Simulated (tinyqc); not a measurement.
From results back to parameters: coherent potential approximation for a binary alloy with a semi-elliptic band. Five cases, with inputs chosen for the exercise.

Problem. With levels eA = -x d and eB = (1 - x) d on a semi-elliptic band of half width W, the alloy density has second moment W^2/4 + x (1 - x) d^2 and third moment x (1 - x)(1 - 2x) d^3 about its centre (exact, and kept by the CPA). The moments below come from hidden x and d > 0.

Case 1.

Values chosen: W = 3.4 eV (half width of the pure band).
second moment = 2.971375 eV^2
third moment = 0.008496 eV^3

Case 2.

Values chosen: W = 1.5 eV (half width of the pure band).
second moment = 1.723716 eV^2
third moment = 1.226244 eV^3

Case 3.

Values chosen: W = 5 eV (half width of the pure band).
second moment = 7.412519 eV^2
third moment = 1.447336 eV^3

Case 4.

Values chosen: W = 1.9 eV (half width of the pure band).
second moment = 1.599955 eV^2
third moment = 0.570797 eV^3

Case 5.

Values chosen: W = 3.7 eV (half width of the pure band).
second moment = 6.395209 eV^2
third moment = 9.005524 eV^3

Find: d; x.

Solution. v = m2 - W^2/4 = x (1 - x) d^2 and u = m3/v = (1 - 2x) d; then d^2 = u^2 + 4v and x = (1 - u/d)/2.

Case 1.

d = 0.58 eV
x = 0.41

Case 2.

d = 2.40 eV
x = 0.28

Case 3.

d = 2.49 eV
x = 0.25

Case 4.

d = 1.86 eV
x = 0.28

Case 5.

d = 4.59 eV
x = 0.17

Computed by tinyqc, one run a case: `OMP_NUM_THREADS=1 python tinyqc.py N N+1 out.jsonl` with N = 1480211, 1480238, 1480275, 1480324, 1480358; one thread of a shared Intel(R) Xeon(R) Processor @ 2.30GHz, about 0.01 s a run at most.
